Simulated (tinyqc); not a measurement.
Electroplating on a thin resistive seed layer: kinetics, Wagner number and the terminal effect across a wafer. From one set of inputs to another, one input at a time. Computed by tinyqc, a small Python program. Command: `OMP_NUM_THREADS=1 python tinyqc.py 3121298 3121299 out.jsonl terminal ladder`. One thread of a shared host (Intel(R) Xeon(R) Processor @ 2.30GHz), about 0.1 s of CPU time with the checks.

Current enters the seed at the rim. The bath is treated as a local resistance per area (no lateral flow in the liquid), two electrons per ion, molar volume 7.11 cm^3/mol, Faraday constant F = e N_A, kinematic viscosity 0.01 cm^2/s, omega = 2 pi x rpm/60; k_B T/e is in volts.

The inputs printed are set A. Inputs not listed in the table keep their values of set A, so the rows need not describe a real material.

Inputs (values chosen for the exercise, of the order of those for copper plating from an acid sulfate bath): wafer radius R = 10 cm; seed thickness t = 9.5 nm; seed resistivity = 22 microohm cm; bath conductivity kappa = 0.18 S/cm; gap to the anode h = 12 cm; extra resistance of a porous plate = 0 ohm cm^2; exchange current density i_0 = 0.82 mA/cm^2; cathodic transfer coefficient alpha = 0.75; mean current density = 11 mA/cm^2; diffusivity of the metal ion = 6.8e-06 cm^2/s; metal ion concentration = 0.3 mol/L; rotation rate = 200 rpm; temperature T = 298 K.

Constants: e = 1.602176634e-19 C; N_A = 6.02214076e+23 1/mol; k_B = 8.617333262e-05 eV/K.

Method:
- Growth rate = i V_m/(2 F). Levich limit i_L = 0.62 x 2 F D^(2/3) omega^(1/2) nu^(-1/6) c. Tafel overpotential eta = (k_B T/(alpha e)) ln(i/i_0); kinetic resistance k_B T/(alpha e i); bath resistance h/kappa + plate; R_s = resistivity/t; Wagner number = kinetic resistance x kappa/R.
- Linearised: with R_t = kinetic + bath resistance the current density obeys (1/r)(r i')' = i R_s/R_t, so i = A I_0(r/l), l = sqrt(R_t/R_s); with x = R/l, edge/centre = I_0(x) and edge/mean = x I_0(x)/(2 I_1(x)).
- Voltage drop in the seed for a uniform current: i R_s R^2/4.
- Full model: seed potential phi(r) with (1/r)(r phi')' = R_s i, where i solves phi = R_b i + (k_B T/(alpha e)) ln(i/i_0) (phi being the driving voltage left at r); phi'(0) = 0 and phi'(R) = R_s i_mean R/2. Solved by collocation to a tolerance of 1e-7.

Each row keeps all changes above it:
```
input moved                             from     to  edge over centre, full model  drop for uniform current (mV)  Wagner number
set A                                      -      -                        41.492                           6368       0.056028
bath conductivity kappa (S/cm)          0.18  0.044                         4.477                           6368       0.013696
mean current density (mA/cm^2)            11     21                         4.513                          12158       0.007174
seed resistivity (microohm cm)            22    6.4                         1.715                           3537       0.007174
seed thickness t (nm)                    9.5     29                         1.211                           1159       0.007174
wafer radius R (cm)                       10     15                         1.506                           2607       0.004783
gap to the anode h (cm)                   12    4.4                         2.645                           2607       0.004783
exchange current density i_0 (mA/cm^2)  0.82  0.047                         2.645                           2607       0.004783
```

Where does the difference come from?

Edge over centre, full model goes from 41.5 to 2.65, a factor 0.0638 in all. The largest single move comes from bath conductivity kappa (a factor 0.108), and gap to the anode h works against it (a factor 1.76). Drop for uniform current goes from 6370 to 2610, a factor 0.409 in all. The largest single move comes from seed resistivity (a factor 0.291), and wafer radius R works against it (a factor 2.25). Wagner number goes from 0.0560 to 0.00478, a factor 0.0854 in all. The largest single move comes from bath conductivity kappa (a factor 0.244). The single moves hold for this order of the switches; the total does not depend on the order.

Extremes, crossings and ranges named in words are read from the listed rows.
